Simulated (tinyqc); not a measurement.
Capillary instabilities by surface diffusion: grooving and agglomeration of films, edge retraction, wire break-up and smoothing of roughness. From one set of inputs to another, one input at a time. Computed by tinyqc, a small Python program. Command: `OMP_NUM_THREADS=1 python tinyqc.py 3003184 3003185 out.jsonl dewet ladder`. One thread of a shared host (Intel(R) Xeon(R) Processor @ 2.30GHz), about 0.01 s of CPU time with the checks.

Isotropic surface energy; shapes change by surface diffusion alone.

The inputs printed are set A. Inputs not listed in the table keep their values of set A, so the rows need not describe a real material.

Inputs (values chosen for the exercise, of the order of those of a ruthenium film): surface energy gamma_s = 2.78 J/m^2; grain-boundary energy gamma_b = 1.1 J/m^2; atomic volume Omega = 13.6 angstrom^3; surface sites nu = 12 1/nm^2; prefactor D0 = 3.2e-05 m^2/s; activation energy Q = 2.07 eV; temperature T = 1065 K; time t = 950 s; film thickness h = 5.8 nm; grain radius R = 81 nm.

Grooves: at the surface only.

Constants: k_B = 8.617333262e-05 eV/K; k_B = 1.380649e-23 J/K.

Method:
- B = D_s nu gamma_s Omega^2/(k_B T), D_s = D0 exp(-Q/(k_B T)).
- Groove angle beta: sin(beta) = gamma_b/(2 gamma). For circular grains of radius R with spherical caps the groove ends (measured from the mean surface) at the depth R g(beta), g = (2 - 3 cos beta + cos^3 beta)/(3 sin^3 beta). The film parts if R g(beta_s) > h.
- Mullins' isolated groove: depth below the flat surface d = 0.780 m (B t)^(1/4), m = tan(beta_s), width between the ridges 4.6 (B t)^(1/4); time to reach h: (h/(0.780 m))^4/B.

Each row keeps all changes above it:
```
input moved                            from     to  B (nm^4/s)  groove depth (nm)  time to reach the substrate (s)
set A                                     -      -  2.1498e+03         5.9513e+00                       8.5701e+02
time t (s)                              950   2800  2.1498e+03         7.7978e+00                       8.5701e+02
atomic volume Omega (angstrom^3)       13.6   11.8  1.6184e+03         7.2634e+00                       1.1384e+03
grain-boundary energy gamma_b (J/m^2)   1.1   0.79  1.6184e+03         5.1658e+00                       4.4497e+03
temperature T (K)                      1065    431  1.5582e-11         1.6181e-03                       4.6217e+17
film thickness h (nm)                   5.8    3.6  1.5582e-11         1.6181e-03                       6.8595e+16
activation energy Q (eV)               2.07  0.958  1.5685e+02         2.8823e+00                       6.8145e+03
surface energy gamma_s (J/m^2)         2.78   1.77  9.9862e+01         4.1063e+00                       1.6541e+03
```

Which inputs carry the difference?

B goes from 2150 to 99.9, a factor 0.0465 in all. The largest single move comes from temperature T (a factor 9.63e-15), and activation energy Q works against it (a factor 1.01e13). Groove depth goes from 5.95 to 4.11, a factor 0.690 in all. The largest single move comes from temperature T (a factor 3.13e-4), and activation energy Q works against it (a factor 1780). Time to reach the substrate goes from 857 to 1650, a factor 1.93 in all. The largest single move comes from temperature T (a factor 1.04e14), and activation energy Q works against it (a factor 9.93e-14). The single moves hold for this order of the switches; the total does not depend on the order.

Caution (rows set A, time t, atomic volume Omega, surface energy gamma_s): this depth exceeds the film thickness, so the isolated-groove formula no longer applies. Caution (rows set A, time t, atomic volume Omega, grain-boundary energy gamma_b): the grooves of neighbouring boundaries overlap, so the depth levels off at its final value. Caution (rows set A, time t, atomic volume Omega, grain-boundary energy gamma_b, temperature T, film thickness h, activation energy Q): the grains are too small for the surface groove ever to reach the depth h.

Extremes, crossings and ranges named in words are read from the listed rows.
